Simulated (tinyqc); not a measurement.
# One-sided p+-n junction, ionisation integral and breakdown: effects of single changes

A p+ layer at x < 0 and an n drift layer from x = 0. Depletion approximation, built-in voltage neglected. Local ionisation coefficients alpha_n = an exp(-(bn/E)^mx), alpha_p = ap exp(-(bp/E)^mx). Electrons move towards +x, holes towards x = 0.

Parameters, values chosen for the exercise; material values close to those of 4H silicon carbide:
```
symbol,value,unit,meaning
eps_r,9.53,,relative permittivity
an,1.79e8,1/cm,prefactor of the electron ionisation coefficient
bn,3.45e7,V/cm,field constant for electrons
ap,3.55e8,1/cm,prefactor of the hole ionisation coefficient
bp,2.49e7,V/cm,field constant for holes
mx,1,,exponent
mu,873,cm^2/(V s),electron mobility of the drift layer
N,5.4e16,cm^-3,donor density of the drift layer
```

Constants: q = 1.602176634e-19 C, eps0 = 8.8541878128e-14 F/cm where lengths are in cm. Results are converted to the units shown.

Each table varies one quantity; the others keep the values above.

## Multiplication against voltage

W = sqrt(2 eps0 eps_r V/(q N)), peak field E0 = q N W/(eps0 eps_r), falling linearly to 0 at W. G(x) = integral from 0 to x of (alpha_n - alpha_p); I_n = integral of alpha_n exp(-G) (electrons injected at x = 0), I_p = integral of alpha_p exp(G(end) - G) (holes injected at the far edge); M = 1/(1 - I). Integrals on a fine grid; BV is where I_n = 1. Here BV = 489.724 V; the Miller exponent is n = ln(1 - 1/M)/ln(V/BV).

Multiplication against voltage:

| V (V) | E0 (kV/cm) | I_n | I_p | M_n | M_p | Miller n, electrons | Miller n, holes |
|---|---|---|---|---|---|---|---|
| 196 | 2.00e3 | 6.21e-5 | 0.0194 | 1.00 | 1.02 | 10.6 | 4.30 |
| 245 | 2.24e3 | 4.86e-4 | 0.0857 | 1.00 | 1.09 | 11.0 | 3.55 |
| 294 | 2.46e3 | 0.00240 | 0.244 | 1.00 | 1.32 | 11.8 | 2.76 |
| 343 | 2.65e3 | 0.00948 | 0.497 | 1.01 | 1.99 | 13.1 | 1.97 |
| 392 | 2.84e3 | 0.0359 | 0.762 | 1.04 | 4.21 | 14.9 | 1.22 |
| 421 | 2.94e3 | 0.0836 | 0.880 | 1.09 | 8.31 | 16.4 | 0.848 |
| 451 | 3.04e3 | 0.222 | 0.956 | 1.29 | 22.8 | 18.3 | 0.545 |
| 470 | 3.10e3 | 0.446 | 0.984 | 1.81 | 61.3 | 19.6 | 0.400 |
| 482 | 3.14e3 | 0.721 | 0.995 | 3.58 | 193 | 20.6 | 0.327 |

What does the table show?

M_n rises from 1.000 to 3.58 and M_p from 1.020 to 193; both diverge at BV. The Miller exponent for electrons rises from 10.6 to 20.6 and that for holes falls from 4.30 to 0.327, so one exponent describes neither over the whole range. The larger multiplication belongs to holes, whose coefficient at the peak field of the last row is 42.0 times the other.

## Effect of the drift doping

Same model as above.

Specific on-resistance Ron = W/(q mu N) with constant mobility and full ionisation.

Results:

| N (cm^-3) | BV (V) | E0 at BV (kV/cm) | W at BV (um) | Ron (mohm cm^2) | BV^2/Ron (MW/cm^2) | eps0 eps_r mu E0^3/4 (MW/cm^2) |
|---|---|---|---|---|---|---|
| 4.5e15 | 3.79e3 | 2.55e3 | 29.8 | 4.73 | 3.04e3 | 3.04e3 |
| 8.6e15 | 2.21e3 | 2.69e3 | 16.4 | 1.37 | 3.57e3 | 3.57e3 |
| 3.2e16 | 749 | 3.02e3 | 4.96 | 0.111 | 5.05e3 | 5.05e3 |
| 6.1e16 | 444 | 3.21e3 | 2.77 | 0.0324 | 6.07e3 | 6.07e3 |
| 1.2e17 | 258 | 3.43e3 | 1.51 | 0.00897 | 7.43e3 | 7.43e3 |
| 2.3e17 | 154 | 3.67e3 | 0.841 | 0.00261 | 9.13e3 | 9.13e3 |
| 4.3e17 | 94.9 | 3.94e3 | 0.482 | 8.02e-4 | 1.12e4 | 1.12e4 |

Estimate the missing row, N = 1.7e16 cm^-3.

Computed row:

| N (cm^-3) | BV (V) | E0 at BV (kV/cm) | W at BV (um) | Ron (mohm cm^2) | BV^2/Ron (MW/cm^2) | eps0 eps_r mu E0^3/4 (MW/cm^2) |
|---|---|---|---|---|---|---|
| 1.7e16 | 1.26e3 | 2.85e3 | 8.83 | 0.371 | 4.26e3 | 4.26e3 |

With this row back in the table: BV falls from 3790 to 94.9 V while the critical field rises from 2550 to 3940 kV/cm. BV goes as N^(-0.84) between the first two rows and N^(-0.78) between the last two (a coefficient proportional to E^7 gives -0.75 without punch-through). Ron goes as BV^(2.35) over the table; the last two columns agree since BV = E0 W/2 and N = eps0 eps_r E0/(q W). For N = 4.3e17 the layer is under 0.5 um wide or BV under 82 V, so dead space, tunnelling and the built-in voltage, all left out, matter.

Program tinyqc, `OMP_NUM_THREADS=1 python tinyqc.py 2120006 2120007 out.jsonl`; Intel Xeon 2.30GHz, shared host, one thread, about 0.05 s.
